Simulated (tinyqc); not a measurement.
## Gate voltage from the surface potential

Problem. At the source end, Vgs + Vsb - Vfb - psi = gamma sqrt(G), G = psi - Vt + Vt exp((psi - 2 phiF - Vsb)/Vt), and the voltage over the insulator is gamma sqrt(G). Find that voltage and Vgs.

Values chosen for this exercise:
- T = 300 K (temperature)
- Vfb = -0.6 V (flat-band voltage)
- Vsb = 1 V (source-body reverse bias)

Constants: q = 1.602176634e-19 C, kB = 1.380649e-23 J/K, Vt = kB T/q. Results are converted to the units shown.

psi = 1.9080732 V
phiF = 0.45343792 V
gamma = 0.55141216 V^0.5

Answer. In this direction the relation is explicit: no iteration is needed.

voltage over the insulator = 0.762 V
Vgs = 1.07 V

Numbers from tinyqc (`OMP_NUM_THREADS=1 python tinyqc.py 2360163 2360164 out.jsonl`; about 0.06 s on one thread of a shared Intel Xeon 2.30GHz).
